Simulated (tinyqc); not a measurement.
Both approximations at x = 1/2: order-disorder in a binary alloy on two sublattices: Bragg-Williams and pair (quasi-chemical) approximations. Computed by tinyqc, a small Python program. Command: `OMP_NUM_THREADS=1 python tinyqc.py 3025262 3025263 out.jsonl order walk`. One thread of a shared host (Intel(R) Xeon(R) Processor @ 2.30GHz), about 0.01 s of CPU time with the checks.

All z = 6 neighbours of a site lie on the other sublattice. B fills the sublattices with x + eta/2 and x - eta/2; energies are per site, from the pure components: u = -z w y with y the probability of an A-B bond taken in one order.

Inputs (values chosen for the exercise, for a model alloy): ordering energy w = (e_AA + e_BB)/2 - e_AB = 9.66 meV; fraction x of B = 0.41.

Lattice: simple cubic (z = 6).

Constants: k_B = 8.617333262e-05 eV/K.

Method. Bragg-Williams: k_B T_c = 2 z w x (1 - x). Pair approximation at x = 1/2: k_B T_c = w/ln(z/(z - 2)). At x = 1/2 the alloy is an Ising model with K = w/(2 k_B T). Bragg-Williams: eta = tanh(z K eta), neighbour correlation -eta^2. Pair: h = (z - 1) artanh(tanh K tanh h), eta = tanh(z h/(z - 1)), correlation -(tanh K + tanh^2 h)/(1 + tanh K tanh^2 h). T is given in units of the Bragg-Williams T_c at x = 1/2, z w/(2 k_B).

T_c, pair approximation at x = 1/2 = 276.472 K

Order and neighbour correlation:
```
T/T_c   T (K)  eta, Bragg-Williams  correlation, Bragg-Williams  eta, pair  correlation, pair
0.30   100.89              0.99741                     -0.99483    0.99728           -0.99464
0.45   151.33              0.97398                     -0.94863    0.96897           -0.94178
0.55   184.96              0.93553                     -0.87521    0.91387           -0.84867
0.65   218.59              0.87207                     -0.76050    0.80308           -0.68837
0.75   252.22              0.77552                     -0.60143    0.57532           -0.44235
0.85   285.85              0.62950                     -0.39627    0.00000           -0.19360
0.95   319.48              0.37949                     -0.14401    0.00000           -0.17366
1.10   369.93              0.00000                      0.00000    0.00000           -0.15037
1.50   504.45              0.00000                      0.00000    0.00000           -0.11066
```

The pair approximation loses long-range order between T/T_c = 0.75 and 0.85, at 276 K, and keeps a correlation of -0.111 in the last row. At its own T_c the correlation is -1/(z - 1) = -0.200, so the fewer the neighbours, the more of the ordering energy is released above T_c.
